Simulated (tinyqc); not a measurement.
Changing the dose Q: implant damage, amorphisation by cascade overlap, and solid-phase epitaxial regrowth. Computed by tinyqc, a small Python program. Command: `OMP_NUM_THREADS=1 python tinyqc.py 3113519 3113520 out.jsonl sper sweep`. One thread of a shared host (Intel(R) Xeon(R) Processor @ 2.30GHz), about 0.01 s of CPU time with the checks.

Range and width of the damage are inputs. Dynamic annealing enters only through the surviving share f.

Inputs (values chosen for the exercise, modelled on arsenic ions in silicon):
```
quantity                           value    unit
atomic density N                    49.9  1/nm^3
ion Z1                                33       -
ion mass M1                         74.9       u
target Z2                             14       -
target mass M2                     28.09       u
ion energy E                          73     keV
displacement energy E_d               15      eV
depth of the damage peak R_d          46      nm
width of the damage profile s_d       29      nm
share of defects that survive f     0.99       -
critical displaced share x_c       0.083       -
regrowth prefactor v0            5.5e+15    nm/s
regrowth energy E_a                  2.7      eV
anneal temperature                   660       C
rate relative to (100)                 1       -
peak enhancement by the dopant        10       -
```

Constants: a_0 = 0.529177210903 angstrom; e^2/(4 pi eps_0) = 14.39964548 eV angstrom; k_B = 8.617333262e-05 eV/K.

Method:
- Robinson partition: eps = E a M2/(Z1 Z2 (e^2/(4 pi eps_0)) (M1 + M2)), a = 0.8853 a_0/sqrt(Z1^(2/3) + Z2^(2/3)); k = 0.0793 Z1^(2/3) Z2^(1/2) (M1 + M2)^(3/2)/((Z1^(2/3) + Z2^(2/3))^(3/4) M1^(3/2) M2^(1/2)); damage energy T_d = E/(1 + k (eps + 0.40244 eps^(3/4) + 3.4008 eps^(1/6))); displacements nu = 0.8 T_d/(2 E_d).
- Displaced share x(z) = f nu Q exp(-(z - R_d)^2/(2 s_d^2))/(sqrt(2 pi) s_d N); the layer is amorphous where x > x_c, between R_d -/+ s_d sqrt(2 ln(x_max/x_c)), the upper edge being cut at the surface. Threshold dose Q_c = Q x_c/x_max.
- Displaced atoms per area beyond the lower edge z2: f nu Q (1/2) erfc((z2 - R_d)/(sqrt2 s_d)); they are not removed by regrowth.
- v = v0 x orientation factor x exp(-E_a/(k_B T)) x [1 + (enhancement - 1) exp(-(z - R_d)^2/(2 s_d^2))], T = anneal temperature + 273.15 K; the dopant is taken to follow the damage profile; the lower front moves from the lower edge z2 to the surface, or to the middle (z1 + z2)/2 of a buried layer with upper edge z1; time = int dz/v; the equivalent undoped distance is that time times the undoped velocity.

One run for each value:
```
dose Q (1/cm^2)  lower edge (nm)  upper edge (nm)  displaced atoms beyond z2 (1/cm^2)  time with enhancement (s)
3.00e+13                   69.28           22.719                          8.7699e+15                     0.1787
6.20e+13                   87.99            4.012                          6.3400e+15                     0.4095
1.30e+14                  100.85            0.000                          5.2741e+15                     1.1712
2.60e+14                  110.61            0.000                          4.6617e+15                     1.4982
5.40e+14                  119.51            0.000                          4.2078e+15                     1.9025
1.10e+15                  127.24            0.000                          3.8755e+15                     2.3294
2.30e+15                  134.55            0.000                          3.6039e+15                     2.7803
4.70e+15                  141.09            0.000                          3.3894e+15                     3.2090
9.70e+15                  147.30            0.000                          3.2073e+15                     3.6278
2.00e+16                  153.14            0.000                          3.0522e+15                     4.0277
```

Over the rows, lower edge (nm) rises from 69.3 to 153 (exponent d ln y / d ln x 0.33 between the first rows and 0.054 between the last); upper edge (nm) falls from 22.7 to 0, flat over part of the range; displaced atoms beyond z2 (1/cm^2) falls from 8.77e15 to 3.05e15 (exponent d ln y / d ln x -0.45 between the first rows and -0.069 between the last).
